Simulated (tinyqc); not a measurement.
Inside a calculation. Method: Pariser-Parr-Pople SCF with singles CI, for the molecule C=Cc1cccc(Cl)c1 (SMILES; centres numbered as the heavy atoms are written). One step of it, computed by the program tinyqc.

Problem. PPP integrals. Ohno: gamma = 14.399645/sqrt(R^2 + a^2), a = 2 x 14.399645/(gamma_rr + gamma_ss); H_rr = -W_r - sum_(s != r) z_s gamma_rs; H_rs = beta for bonds.

Centres (angstrom, eV; a flat drawing with bonds scaled to 1.40 angstrom):
```
centre          x          y  core charge z          W   gamma_rr
1C       2.878000  -1.051000              1  11.160000  11.130000
2C       2.281000   0.216000              1  11.160000  11.130000
3C       0.886000   0.332000              1  11.160000  11.130000
4C       0.289000   1.598000              1  11.160000  11.130000
5C      -1.106000   1.714000              1  11.160000  11.130000
6C      -1.904000   0.564000              1  11.160000  11.130000
7C      -1.307000  -0.702000              1  11.160000  11.130000
8Cl     -2.105000  -1.852000              2  26.000000  13.000000
9C       0.088000  -0.818000              1  11.160000  11.130000
```

Resonance integrals (eV):
```
i  j       beta
1  2  -2.280000
2  3  -2.280000
3  4  -2.280000
4  5  -2.280000
5  6  -2.280000
6  7  -2.280000
7  8  -1.510000
7  9  -2.280000
9  3  -2.280000
```

Give: repulsion gamma_rs; core matrix H.

Solution.

repulsion gamma_rs (eV), order 1C, 2C, 3C, 4C, 5C, 6C, 7C, 8Cl, 9C:
```
[[11.1300, 7.5521, 5.2390, 3.6701, 2.8690, 2.7636, 3.2769, 2.7765, 4.6689],
 [7.5521, 11.1300, 7.5544, 5.2399, 3.6706, 3.2770, 3.6705, 2.8835, 5.2398],
 [5.2390, 7.5544, 11.1300, 7.5547, 5.2399, 4.6690, 5.2398, 3.7007, 7.5546],
 [3.6701, 5.2399, 7.5547, 11.1300, 7.5544, 5.2398, 4.6691, 3.2985, 5.2401],
 [2.8690, 3.6706, 5.2399, 7.5544, 11.1300, 7.5546, 5.2401, 3.7009, 4.6693],
 [2.7636, 3.2770, 4.6690, 5.2398, 7.5546, 11.1300, 7.5547, 5.3288, 5.2399],
 [3.2769, 3.6705, 5.2398, 4.6691, 5.2401, 7.5547, 11.1300, 7.8280, 7.5544],
 [2.7765, 2.8835, 3.7007, 3.2985, 3.7009, 5.3288, 7.8280, 13.0000, 5.3285],
 [4.6689, 5.2398, 7.5546, 5.2401, 4.6693, 5.2399, 7.5544, 5.3285, 11.1300]]
```

core matrix H (eV), order 1C, 2C, 3C, 4C, 5C, 6C, 7C, 8Cl, 9C:
```
[[-46.7525, -2.2800, 0.0000, 0.0000, 0.0000, 0.0000, 0.0000, 0.0000, 0.0000],
 [-2.2800, -53.1313, -2.2800, 0.0000, 0.0000, 0.0000, 0.0000, 0.0000, 0.0000],
 [0.0000, -2.2800, -61.6128, -2.2800, 0.0000, 0.0000, 0.0000, 0.0000, -2.2800],
 [0.0000, 0.0000, -2.2800, -56.9251, -2.2800, 0.0000, 0.0000, 0.0000, 0.0000],
 [0.0000, 0.0000, 0.0000, -2.2800, -55.3597, -2.2800, 0.0000, 0.0000, 0.0000],
 [0.0000, 0.0000, 0.0000, 0.0000, -2.2800, -58.1162, -2.2800, 0.0000, 0.0000],
 [0.0000, 0.0000, 0.0000, 0.0000, 0.0000, -2.2800, -64.0216, -1.5100, -2.2800],
 [0.0000, 0.0000, 0.0000, 0.0000, 0.0000, 0.0000, -1.5100, -60.8455, 0.0000],
 [0.0000, 0.0000, -2.2800, 0.0000, 0.0000, 0.0000, -2.2800, 0.0000, -61.9840]]
```
